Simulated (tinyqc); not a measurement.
From results to parameters: diatomic chain. Computed by the program tinyqc.

Problem. A chain of two alternating masses has one spring constant k; at the zone edge omega^2 = 2k/M and 2k/m, and wavenumber = 521.4708 sqrt(omega^2) with omega^2 in eV/(angstrom^2 u). Find k, the heavier mass and the optical wavenumber at q = 0.

wavenumbers at the zone edge (cm^-1): 249.376709  846.349894
lighter mass = 16.400000 u

Solution. The upper value gives k = m omega^2/2, the ratio of the squares gives M/m, and at q = 0 omega^2 = 2k (1/m + 1/M), the sum of the two.

k = 21.6000 eV/angstrom^2
heavier mass = 188.900 u
optical wavenumber at q = 0 = 882.3247 cm^-1
